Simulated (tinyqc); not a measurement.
Changing the pump speed S: gas flow in a process chamber: flow regimes, conductance, effective pumping speed, pump-down, outgassing and purge. Computed by tinyqc, a small Python program. Command: `OMP_NUM_THREADS=1 python tinyqc.py 3121434 3121435 out.jsonl pump sweep`. One thread of a shared host (Intel(R) Xeon(R) Processor @ 2.30GHz), about 0.01 s of CPU time with the checks.

Ideal gas, isothermal flow, a pump of constant speed at the end of a round pipe; process gas, volume gas and outgassing are given the same properties. 1 sccm = 101325 Pa x 1e-6 m^3/60 s x T/273.15 K.

Inputs (values chosen for the exercise, modelled on oxygen near room temperature):

| quantity | value | unit |
|---|---|---|
| molar mass M | 32 | g/mol |
| molecular diameter | 0.36 | nm |
| viscosity eta | 20.6 | micropascal s |
| temperature T | 293 | K |
| chamber volume V | 53 | L |
| wall area | 4.7 | m^2 |
| pipe diameter d | 4 | cm |
| pipe length l | 57 | cm |
| process gas flow | 700 | sccm |
| outgassing rate after 1 h | 1.6e-06 | Pa m^3/(s m^2) |
| outgassing exponent n | 1.2 | - |
| target base pressure | 4e-06 | Pa |

Constants: k_B = 1.380649e-23 J/K; u = 1.6605390666e-27 kg.

Method:
- Mean speed c = sqrt(8 k_B T/(pi m)); aperture conductance C_a = c pi d^2/16; molecular pipe C_m = C_a/(1 + 3 l/(4 d)) (Dushman form); viscous pipe C_v = pi d^4 p_mean/(128 eta l); Knudsen interpolation C = C_v + C_m (1 + x)/(1 + 1.24 x), x = d p_mean sqrt(m/(k_B T))/eta.
- Effective speed 1/S_eff = 1/S + 1/C_m; time constant V/S_eff; pressure at which the free path k_B T/(sqrt2 pi d_m^2 p) equals d.
- Steady flow: the pump inlet is at p_2 = Q/S, and the chamber pressure p_1 solves Q = C((p_1 + p_2)/2) (p_1 - p_2). Residence time = p_1 V/Q.
- Knudsen number = free path at the mean pressure over d.
- From the outgassing limit: t = 1 h x (q_1 A/(S_eff p_target))^(1/n) - 10 s; monolayer time at the target = 1e19 m^-2 x 4 k_B T/(p c) for unit sticking.

One run for each value:

| pump speed S (L/s) | S_eff in molecular flow (L/s) | chamber pressure p_1 (Pa) | time to the target (h) |
|---|---|---|---|
| 5 | 3.515 | 254.53 | 187.72 |
| 13 | 6.195 | 99.90 | 117.06 |
| 36 | 8.907 | 41.15 | 86.50 |
| 97 | 10.548 | 24.57 | 75.13 |
| 260 | 11.320 | 20.98 | 70.83 |
| 690 | 11.636 | 20.28 | 69.23 |
| 1900 | 11.762 | 20.12 | 68.61 |
| 5000 | 11.807 | 20.08 | 68.39 |

Describe and explain the trends.

Over the rows, S_eff in molecular flow (L/s) rises from 3.52 to 11.8 (exponent d ln y / d ln x 0.59 between the first rows and 0.0040 between the last); chamber pressure p_1 (Pa) falls from 255 to 20.1 (exponent d ln y / d ln x -0.98 between the first rows and -0.0022 between the last); time to the target (h) falls from 188 to 68.4 (exponent d ln y / d ln x -0.49 between the first rows and -0.0033 between the last). At the high end the exponent of S_eff in molecular flow is 0.00, close to 0: the pipe limits.

Caution (rows 5.00, 13.0): beyond some 100 h the power law gives way to slower sources such as permeation and bulk diffusion; baking is the usual remedy. Caution (rows 260, 690, 1900, 5000): S over the pipe area exceeds 0.3 of the mean molecular speed: the pipe end cannot pass this speed without choking, so p_2 = Q/S and the conductance formulas are only formal.
